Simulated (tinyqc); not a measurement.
Inside a calculation. Model: tunnelling through a gate dielectric, WKB transmission and Tsu-Esaki current.

Program tinyqc, `OMP_NUM_THREADS=1 python tinyqc.py 2540113 2540114 out.jsonl`; Intel Xeon 2.30GHz, shared host, one thread, about 0.02 s. Printed values are rounded.

Electrons leave the emitter at x = 0. Energies E (motion across the layers) are in eV from the emitter Fermi level; the collector Fermi level lies at -V and offers states at every E. No charge in the dielectric and no image force: F1 = V/t1, U = phi1 - F1 x. With C = hbar^2/(2 m0), kappa = sqrt(m (U - E)/C) where U > E and 0 elsewhere; T(E) = exp(-S), S = 2 times the integral of kappa over x.

Values chosen for this exercise; dielectric values close to those of silicon dioxide: temperature T = 400 K; Fermi energy of the emitter above its band bottom Ef = 0.19 eV; emitter mass in the supply function me = 0.54 m0; barrier of layer 1 above the emitter Fermi level at zero bias phi1 = 3.05 eV; tunnelling mass of layer 1 m1 = 0.48 m0; thickness of layer 1 t1 = 1.2 nm; voltage across the dielectric V = 1 V; energy of the electron followed E = -0.16 eV; cells in each layer nc = 9; lower end of the energy grid Ea = -0.19 eV; upper end of the energy grid Eb = 0.34 eV; points of the energy grid nE = 11.

Constants: q = 1.602176634e-19 C, kB = 1.380649e-23 J/K, hbar = 1.054571817e-34 J s, m0 = 9.1093837015e-31 kg, Vt = kB T/q, hbar^2/(2 m0) = 0.0380998212 eV nm^2. Results are converted to the units shown.

## Fields and band edges

F1 = V/t1, U = phi1 - F1 x.

F1 = 8.333333 MV/cm
U at x = t1 = 2.05 eV

## WKB exponent by the midpoint rule

Cut each layer into nc equal cells, take U and kappa at the cell centres, and sum S = 2 sum kappa h.

```
cell,x (nm),U (eV),kappa (1/nm)
0,0.066667,2.994444,6.304064
1,0.200000,2.883333,6.192042
2,0.333333,2.772222,6.077957
3,0.466667,2.661111,5.961688
4,0.600000,2.550000,5.843106
5,0.733333,2.438889,5.722068
6,0.866667,2.327778,5.598413
7,1.000000,2.216667,5.471965
8,1.133333,2.105556,5.342524
```

S = 14.00369
T(E) = 8.284684e-7

## WKB exponent in closed form

Each layer adds (2/F) sqrt(m/C) [G(u at its left edge) - G(u at its right edge)] to S, with u = U - E (0 where negative) and G(u) = (2/3) u^1.5. The slope follows from 1/d = -dS/dE.

S = 14.00344
T(E) = 8.286762e-7
energy d over which T(E) grows by a factor e = 0.38483 eV

The midpoint rule gives S = 14.004, so its T(E) is 0.025 % below this value. The band edge stays above E through the whole stack: direct tunnelling through a trapezoid.

## Current density on a coarse energy grid

J = J0 times the integral of T(E) N(E) dE, N = ln[(1 + exp(-E/Vt))/(1 + exp((-E - V)/Vt))], J0 = q^2 me m0 kB T/(2 pi^2 hbar^3) (times 1e-4 for A/cm^2 per eV), by Simpson's rule on nE equally spaced points from Ea to Eb.

```
point,E (eV),T(E),N,T(E) N
0,-0.1900000,7.666972e-7,5.516175,4.229236e-6
1,-0.1370000,8.798270e-7,3.993161,3.513291e-6
2,-0.0840000,1.011053e-6,2.520763,2.548625e-6
3,-0.0310000,1.163516e-6,1.240692,1.443564e-6
4,0.0220000,1.340949e-6,0.4241016,5.686987e-7
5,0.0750000,1.547802e-6,0.1075189,1.664180e-7
6,0.1280000,1.789383e-6,0.02410056,4.312513e-8
7,0.1810000,2.072047e-6,0.005228349,1.083338e-8
8,0.2340000,2.403417e-6,0.001125862,2.705916e-9
9,0.2870000,2.792661e-6,2.420508e-4,6.759659e-10
10,0.3400000,3.250834e-6,5.202083e-5,1.691111e-10
```

J0 = 3.012233e8 A/(cm^2 eV)
J = 165.4747 A/cm^2

The integrand peaks at E = -0.190 eV among these points. A converged quadrature from -Ef to above the barrier gives 165.4 A/cm^2; this grid is 0.016 % above that.
